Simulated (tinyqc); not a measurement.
# Doping from resistivity

Inverse problem. A uniform, uncompensated and fully ionised sample has rho = 1/(q N mu), mu = m1 + (m2 (T/300 K)^(-bt) - m1)/(1 + (N/Nr)^am). Find N, mu and the diffusion coefficient mu Vt.

Parameters, values chosen for the exercise:
```
symbol,value,unit,meaning
T,300,K,temperature
m1,50.6,cm^2/(V s),mobility limit at high doping
m2,1410,cm^2/(V s),"mobility limit at low doping, at 300 K"
Nr,9.62e16,cm^-3,reference doping of the mobility law
am,0.676,,exponent of the mobility law
bt,2.1,,temperature exponent of m2
```

Constants: q = 1.602176634e-19 C, kB = 1.380649e-23 J/K, Vt = kB T/q. Results are converted to the units shown.

resistivity = 0.010587145 ohm cm

Answer. With am below 1 the product N mu rises steadily with N, so one doping matches; it is found by iterating N = 1/(q rho mu(N)).

N = 3.80e18 cm^-3
mu = 155 cm^2/(V s)
diffusion coefficient = 4.01 cm^2/s

Program tinyqc, `OMP_NUM_THREADS=1 python tinyqc.py 2110163 2110164 out.jsonl`; Intel Xeon 2.30GHz, shared host, one thread, about 0.01 s.
